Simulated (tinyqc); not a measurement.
Surface potential of a MOS transistor: implicit equation and explicit approximations: one step of the calculation.

p-type body, charge-sheet picture, depletion and inversion only, full ionisation (an idealisation for deep acceptors), Boltzmann statistics (rough once Na exp(x - xn) passes about Nc/7). In units of Vt: xg = (Vg - Vfb)/Vt, x = psi/Vt, G = gamma/sqrt(Vt), xn = (2 phiF + Vc)/Vt. The implicit equation is (xg - x)^2 = G^2 [x - 1 + exp(x - xn)] for x above about 3. Cox = eps0 eox/tox.

Question. New x. D = exp(x - xn), f = (xg - x)^2 - G^2 (x - 1 + D), f' = -2 (xg - x) - G^2 (1 + D), x(new) = x - f/f'.

x at the start = 49.39
G = 1.1605470
xn = 42.428513
xg = 80.844810

Give: D; f; f'; x after iteration 1.

Answer.

D = 1055
f = -497.0
f' = -1485
x after iteration 1 = 49.06

tinyqc, about 0.01 s, one thread, Intel Xeon 2.30GHz (shared host): `OMP_NUM_THREADS=1 python tinyqc.py 2122112 2122113 out.jsonl`
